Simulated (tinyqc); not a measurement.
Capillary instabilities by surface diffusion: grooving and agglomeration of films, edge retraction, wire break-up and smoothing of roughness: one step, computed by the program tinyqc. Command: `OMP_NUM_THREADS=1 python tinyqc.py 3005005 3005006 out.jsonl dewet walk`. One thread of a shared host (Intel(R) Xeon(R) Processor @ 2.30GHz), about 0.01 s of CPU time with the checks.

Isotropic surface energy; shapes change by surface diffusion alone.

Problem. The Mullins constant. B = D_s nu gamma_s Omega^2/(k_B T), D_s = D0 exp(-Q/(k_B T)).

Inputs (values chosen for the exercise, for a model film):
```
quantity,value,unit
surface energy gamma_s,1.88,J/m^2
atomic volume Omega,11.1,angstrom^3
surface sites nu,11,1/nm^2
prefactor D0,2.2e-05,m^2/s
activation energy Q,1.6,eV
temperature T,1072,K
time t,26,s
```

Constants: k_B = 8.617333262e-05 eV/K; k_B = 1.380649e-23 J/K.

Give: D_s; B; length (B t)^(1/4).

Solution.

D_s = 6.6125e-13 m^2/s

B = 1.1384e+05 nm^4/s

length (B t)^(1/4) = 41.478 nm

Lengths grow as t^(1/4): doubling one takes 16 times as long, or roughly 220 K more.
